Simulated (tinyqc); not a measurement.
What moves the tail: Franz-Keldysh effect at a direct gap.

Parabolic bands, vertical transitions, no excitons. For each hole band j: mr = me mj/(me + mj); joint density of states J_j(E) = (mr/c)^(3/2) sqrt(E - Eg)/(2 pi^2), both spins, c = hbar^2/2m0; averaged matrix element |e.p|^2 = m0 Ep/6; alpha_j(E) = 4 pi^2 alpha_f c Ep J_j/(3 nr E) in 1/angstrom (alpha_f the fine-structure constant, listed as alpha among the constants), times 1e8 for 1/cm.

In a field Fd (1 kV/cm = 1e-5 V/angstrom) the electro-optic energy of band j is th = (c (e Fd)^2/mr)^(1/3), and sqrt(E - Eg) in J_j is replaced by pi sqrt(th) [Ai'(b)^2 - b Ai(b)^2] with b = (Eg - E)/th; Ai is the Airy function.

Constants: hbar^2/2m0 = 3.80998211 eV angstrom^2; fine-structure constant alpha = 0.007297352564.

Values chosen for the exercise (near those of GaAs; the results hold for these values, not for the real material): Eg = 1.463 eV (direct gap); me = 0.0653 m0 (electron mass); mhh = 0.484 m0 (heavy-hole mass); mlh = 0.082 m0 (light-hole mass); Ep = 25.1 eV (Kane energy); nr = 3.58 (refractive index); Fd = 91 kV/cm (uniform field); det = 40 meV (detuning below the gap).

At E = Eg - det.

Results for these values:
```
case  th heavy (meV)  alpha (1/cm)
base          37.991         114.1
```

What happens to each result for Fd = 118 kV/cm, all else kept?

Answer: th heavy rises from 37.991 to 45.177; alpha rises from 114.1 to 185.7.

The same for each parameter in turn:
```
case             th heavy (meV)  alpha (1/cm)
base                     37.991         114.1
Fd = 118 kV/cm           45.177         185.7
det = 50 meV             37.991         59.44
me = 0.0751 m0           36.476         119.3
mlh = 0.1066 m0          37.991         117.2
Ep = 27.6 eV             37.991         125.5
nr = 3.76                37.991         108.7
```

tinyqc: `OMP_NUM_THREADS=1 python tinyqc.py 1681360 1681361 out.jsonl`; about 0.01 s, one thread, shared Intel(R) Xeon(R) Processor @ 2.30GHz.
